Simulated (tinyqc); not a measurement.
Q-state Potts model on a small periodic square lattice: enumeration, Metropolis, heat-bath and Wolff steps: one step, computed by the program tinyqc.

E = -J x (number of nearest-neighbour bonds with equal states); n x n sites with periodic edges have 2 n^2 bonds. Order parameter m = (q f - 1)/(q - 1), f being the largest share of one state. Sites are numbered row by row from 0. Here q = 3 and n = 3.

Question. One Wolff cluster. Seed site = floor(r n^2); new state = (old + 1 + floor(r (q - 1))) mod q. Sites are taken first in, first out; each neighbour (right, left, below, above) with the seed state and not yet in the cluster joins if the next r < p. The cluster then takes the new state.

Update: Wolff cluster.

start states:
```
   1  2  3
1  2  2  2
2  2  0  1
3  0  2  0
```

random numbers, used in turn: 0.4621  0.2394  0.8565  0.4782  0.1921  0.1508  0.0373  0.8837  0.6863  0.7268  0.1609  0.0496  0.4091  0.1457  0.9927  0.5972  0.8526  0.3472  0.5186  0.4718  0.5751  0.6819  0.0110  0.1827  0.5697  0.1857  0.9544  0.8997  0.2526  0.9702  0.5878  0.3577  0.8008  0.5244  0.1134  0.5205  0.9012  0.4997

Give: the table «Bonds tested» with the columns to, r, result, for from = -; seed site; cluster size; states afterwards.

Answer.

Bonds tested:

| from | to | r | result |
|---|---|---|---|
| - | - | - | no equal neighbour |

seed site = 4

cluster size = 1

states afterwards:
```
   1  2  3
1  2  2  2
2  2  1  1
3  0  2  0
```
